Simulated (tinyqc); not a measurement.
Inside a calculation. Model: Holstein polaron on two sites. Computed by tinyqc, a small Python program that keeps every step. Command: `OMP_NUM_THREADS=1 python tinyqc.py 3015973 3015974 out.jsonl holstein walk`. One thread of a shared host (Intel(R) Xeon(R) Processor @ 2.30GHz), about 0.01 s of CPU time with the checks. Intermediate numbers are printed to about 5 digits and carried at full precision; extremes and crossings named in words are read from the listed rows.

One electron on sites 1 and 2: H = -t (c1+ c2 + c2+ c1) + hbar omega sum_i b_i+ b_i - g hbar omega sum_i n_i (b_i + b_i+). The symmetric phonon shifts the energy by -g^2 hbar omega/2 and drops out; with b = (b_1 - b_2)/sqrt(2) there remains H = -t sigma_x + hbar omega b+ b - (g hbar omega/sqrt(2)) sigma_z (b + b+). Parity splits it into blocks p = +1 and -1 over phonon numbers n. Zero-point energies are left out. Weights Z refer to mode b alone; the displaced symmetric mode multiplies the full zero-phonon weight by exp(-g^2/2).

Inputs (values chosen for the exercise, for a model dimer):
```
quantity                  value  unit
hopping t                   100   meV
phonon energy hbar omega   46.1   meV
coupling g                 2.86     -
phonon levels kept N          3     -
```

## Energy scales

Polaron binding energy E_p = g^2 hbar omega; ratio E_p/t (the adiabatic potential has two wells when it exceeds 1); adiabaticity hbar omega/t.

E_p = 377.08 meV

E_p/t = 3.7708

hbar omega/t = 0.461

## The even block in a small basis

Block p: H_nn = n hbar omega - p t (-1)^n - g^2 hbar omega/2, H_(n,n+1) = -(g hbar omega/sqrt(2)) sqrt(n + 1). Take p = +1 and n = 0..N-1.

H, even block (meV):
```
         1        2        3
1  -288.54   -93.23     0.00
2   -93.23   -42.44  -131.85
3     0.00  -131.85  -196.34
```

## Levels in the small basis

Diagonalise H; the eigenvector has its largest component positive; Z is the weight of n = 0.

levels (meV): -338.54  -241.58  52.80

lowest eigenvector: 0.80718  0.43287  0.40136

Z in the small basis = 0.65154

## Converged results

Use 60 levels in both blocks; Z = c_0^2 is the weight of n = 0 in the ground state c; the splitting is the lowest odd level less the lowest even one, which without coupling is the smaller of 2t and hbar omega; <sigma_x> = sum (-1)^n c_n^2 measures the kinetic energy.

ground-state energy = -391.37 meV

weight Z of n = 0 in mode b = 0.045404

mean phonon number in b = 3.7075

splitting = 0.13420 meV

splitting/(2t) = 6.7098e-04

<sigma_x> = 0.28682

The small basis misses the ground-state energy by 52.8 meV. The splitting has collapsed while <sigma_x> stays much larger: the electron still makes virtual hops, but drags its distortion only slowly.

## Approximations to the ground state

Second order: E = -t - E_p/2 - (E_p/2) hbar omega/(hbar omega + 2t). Lang-Firsov: E = -E_p - t exp(-g^2). Variable displacement: E(x) = -E_p/2 - t exp(-g^2 x^2) - (E_p/2)(2x - x^2), minimised over 0 <= x <= 1. Adiabatic, classical lattice: E = -E_p/2 - t for E_p < t, else -E_p - t^2/(2 E_p); it leaves out the change of zero-point energy.

Ground-state energy (meV):
```
method                       E  E - exact
second order in g      -323.86     67.512
Lang-Firsov            -377.11     14.262
variable displacement  -377.11     14.262
adiabatic, classical   -390.34      1.030
```

best displacement x = 0.99876

Closest here is adiabatic, classical (+1.03 meV), furthest second order in g (+67.51 meV), at hbar omega/t = 0.46 and E_p/t = 3.77. Lang-Firsov and variable displacement are variational and lie above the exact value. Slow phonons favour the adiabatic picture.

Checks made by the program: 60 against 80 levels (relative difference below 1e-10); Hellmann-Feynman: dE/dt = -<sigma_x> (relative difference 2e-10).
